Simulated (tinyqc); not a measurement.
Raising the field: quantum-confined Stark effect in a modulator well.

Envelopes on cells of 0.5 angstrom over the well |z| < L/2 and 45 angstrom of barrier on each side, psi = 0 beyond, psi'/m continuous (mean mass between points), c = hbar^2/2m0. The electron sees + e F z and the hole - e F z, each with its offset in the barriers; 1 kV/cm = 1e-5 eV/angstrom. Light holes, band mixing and escape by tunnelling are left out.

Exciton: in-plane function exp(-rho/lam), 1/mu = 1/me + 1/mp, E(lam) = c/(mu lam^2) - (q/eps) times the integral over k of Fm(k)(1 + (k lam/2)^2)^(-3/2), Fm(k) the double integral of psi_e^2 psi_h^2 exp(-k |z - z'|), q = e^2/(4 pi eps0); binding Eb = -E at the minimum. Line at Eg + E_e + E_h - Eb, strength proportional to overlap^2/lam^2.

Constants: hbar^2/2m0 = 3.80998211 eV angstrom^2; e^2/(4 pi eps0) = 14.39964547 eV angstrom; hc = 1239.841984 eV nm.

Values chosen for the exercise (near those of a Ge well in SiGe, direct gap; not measured data): L = 110 angstrom (well width); Vc = 0.381 eV (conduction offset); Vv = 0.117 eV (heavy-hole offset); me = 0.0406 m0 (electron, well); meb = 0.0548 m0 (electron, barrier); mh = 0.208 m0 (heavy hole along z, well); mhb = 0.23 m0 (heavy hole, barrier); Eg = 0.837 eV (gap of the well); mp = 0.068 m0 (heavy hole in the plane); eps = 15.7 (dielectric constant); Fs = (0, 14, 29, 43, 60, 77, 97) kV/cm (fields).

All quantities anew; shifts from zero field.

Results:

| F (kV/cm) | dE_e (meV) | dE_h (meV) | Eb (meV) | line shift (meV) | overlap^2 | relative strength |
|---|---|---|---|---|---|---|
| 0 | 0.00 | 0.00 | 3.77 | 0.00 | 0.997 | 1.000 |
| 14 | -0.11 | -0.43 | 3.75 | -0.52 | 0.975 | 0.971 |
| 29 | -0.47 | -1.79 | 3.70 | -2.19 | 0.910 | 0.886 |
| 60 | -2.02 | -7.08 | 3.54 | -8.87 | 0.713 | 0.645 |
| 77 | -3.30 | -11.08 | 3.44 | -14.06 | 0.604 | 0.521 |
| 97 | -5.21 | -16.53 | 3.34 | -21.30 | 0.488 | 0.399 |

Give the missing row, F (kV/cm) = 43.

Computed row:
```
F (kV/cm)  dE_e (meV)  dE_h (meV)  Eb (meV)  line shift (meV)  overlap^2  relative strength
43              -1.04       -3.81      3.63             -4.72      0.826              0.780
```

The line shift grows with exponent 1.98 in F at low field and 1.80 at the end, as the carriers come up against opposite walls and the dipole begins to saturate. The hole gives 79 % of the level shift in the second row and 76 % in the last. The largest shift is 5.7 times the zero-field binding, yet 89 % of the binding survives, since the walls stop the field from pulling the pair apart. Half the strength is gone between 77 and 97 kV/cm.

Computed by tinyqc, a small Python program: `OMP_NUM_THREADS=1 python tinyqc.py 1281187 1281188 out.jsonl` (the numbers bound the seed that draws the inputs); one thread of a shared host (Intel(R) Xeon(R) Processor @ 2.30GHz), about 0.2 s for the whole set of steps.
